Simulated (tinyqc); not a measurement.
# Mobility, diffusion coefficient and lifetime from two collectors

Problem. For an injected sheet in a field F the peak time tp at distance L obeys u^2 tp^2 + 2 D tp = L^2 with u^2 = v^2 + 4 D/tau, and the pulse area goes as exp(L (v - u)/(2 D)); v = mu F. Find u, D, mu and tau without using the Einstein relation.

Values chosen for this exercise:
```
symbol,value,unit,meaning
F,5.6,V/cm,sweep field along the drift
```

distances (um): 2700  7600
peak times (us): 225.363814  641.070354
ratio of the areas, far over near = 0.0819406694

Answer. The two peak times give two linear equations for u^2 and D; the area ratio gives v - u, and u^2 - v^2 = 4 D/tau gives tau.

u = 1179 cm/s
D = 5.196 cm^2/s
mu = 201.0 cm^2/(V s)
tau = 1.700e-4 s

tinyqc, about 0.01 s, one thread, Intel Xeon 2.30GHz (shared host): `OMP_NUM_THREADS=1 python tinyqc.py 2310039 2310040 out.jsonl`
